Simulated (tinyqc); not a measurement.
Comparisons within one model: alloy A(1-x)B(x) by interpolation with bowing. A value that a table varies takes the place of the one given here.

Each gap follows E(x) = (1 - x) E_A + x E_B - C x (1 - x); the lattice constant follows Vegard, a(x) = (1 - x) a_A + x a_B.

Mass at Gamma from the Kane formula 1/m = F + Ep (Eg + 2 Dso/3)/(Eg (Eg + Dso)). F is fixed by the masses of A and B and interpolated linearly, as is Ep; Eg and Dso carry their bowing.

Constants: hc = 1239.841984 eV nm.

Values chosen for the exercise (A near Ge, B near Si; the results hold for these values, not for the real material): a = (5.664, 5.435) angstrom (lattice constant of A, B); Eg = (0.909, 4.194) eV (gap at Gamma to the s-like level of A, B); EgX = (0.921, 1.176) eV (gap to the lowest valley along Gamma-X of A, B); EgL = (0.741, 2.111) eV (gap to L of A, B); C = (0.28, 0.233, 0) eV (bowing of the Gamma, X and L gaps); Dso = (0.289, 0.044) eV (spin-orbit splitting of A, B); Ep = (26.1, 21.4) eV (Kane energy of A, B); me = (0.0381, 0.2026) m0 (electron mass at Gamma of A, B); Cs = 0 eV (bowing of Dso); x = 0.63 (fraction of B).

## Gaps across the alloy

Eleven compositions.

Gaps (eV):
```
x    a (angstrom)  Gamma      X      L  lowest  wavelength (nm)
0.0        5.6640  0.909  0.921  0.741       L             1673
0.1        5.6411  1.212  0.926  0.878       L             1412
0.2        5.6182  1.521  0.935  1.015       X             1326
0.3        5.5953  1.836  0.949  1.152       X             1307
0.4        5.5724  2.156  0.967  1.289       X             1282
0.5        5.5495  2.482  0.990  1.426       X             1252
0.6        5.5266  2.813  1.018  1.563       X             1218
0.7        5.5037  3.150  1.051  1.700       X             1180
0.8        5.4808  3.492  1.088  1.837       X             1140
0.9        5.4579  3.840  1.130  1.974       X             1098
1.0        5.4350  4.194  1.176  2.111       X             1054
```

The lowest valley changes at x = 0.137 (L to X, gap 0.928 eV). The Gamma gap is monotonic, since its bowing (0.28 eV) is smaller than the difference of the end gaps (3.285 eV); at x = 0.5 bowing lowers it by C/4 = 0.070 eV.

## Three ways to interpolate a mass

Linear in m, linear in 1/m, and the Kane formula.

Masses (m0):
```
x      Eg (eV)  linear in m  linear in 1/m    Kane  Kane m/Eg (1/eV)
0.000    0.909       0.0381         0.0381  0.0381            0.0419
0.125    1.289       0.0587         0.0424  0.0540            0.0419
0.250    1.678       0.0792         0.0478  0.0709            0.0422
0.375    2.075       0.0998         0.0548  0.0890            0.0429
0.500    2.482       0.1203         0.0641  0.1085            0.0437
0.625    2.897       0.1409         0.0774  0.1294            0.0447
0.750    3.320       0.1615         0.0974  0.1520            0.0458
0.875    3.753       0.1820         0.1316  0.1763            0.0470
1.000    4.194       0.2026         0.2026  0.2026            0.0483
```

At x = 0.5 the three give 0.1203, 0.0641 and 0.1085; judged by the largest distance, the Kane value is closer to the interpolation in m (largest distances 0.0119 m0 from the rule in m, 0.0546 m0 from the rule in 1/m). The ratio m/Eg varies by a factor of 1.15 while the gap varies by 4.61; a constant ratio is the two-band rule m = Eg/Ep at fixed Ep.

## What each parameter does

Gaps at x and the Kane mass. Each row changes one parameter from the base and keeps the others.

Results:
```
case                       Gamma (eV)  X (eV)  L (eV)  mass (m0)
base                           2.9133  1.0273  1.6041     0.1303
x = 0.67                       3.0480  1.0403  1.6589     0.1374
C = (0.38, 0.333, 0.1) eV      2.8900  1.0040  1.5808     0.1293
Eg = (0.954, 4.194) eV         2.9299  1.0273  1.6041     0.1241
EgX = (0.921, 1.117) eV        2.9133  0.9902  1.6041     0.1303
EgL = (0.704, 2.111) eV        2.9133  1.0273  1.5904     0.1303
Ep = (28.7, 23.5) eV           2.9133  1.0273  1.6041     0.1397
Cs = 0.05 eV                   2.9133  1.0273  1.6041     0.1302
```

The largest shifts from the base row, up to three for each result and ties (the steps differ in size, so this ranks the rows, not the parameters). Gamma (eV): x +0.1348, C -0.0233, Eg +0.0166; unchanged at the printed digits by EgX, EgL, Ep and Cs. X (eV): EgX -0.0372, C -0.0233, x +0.0130; unchanged at the printed digits by Eg, EgL, Ep and Cs. L (eV): x +0.0548, C -0.0233, EgL -0.0137; unchanged at the printed digits by Eg, EgX, Ep and Cs. mass (m0): Ep +0.0094, x +0.0071, Eg -0.0063; unchanged at the printed digits by EgX and EgL.

Computed by tinyqc, a small Python program: `OMP_NUM_THREADS=1 python tinyqc.py 1050065 1050066 out.jsonl` (the numbers bound the seed that draws the inputs); one thread of a shared host (Intel(R) Xeon(R) Processor @ 2.30GHz), about 0.01 s for the whole set of steps.
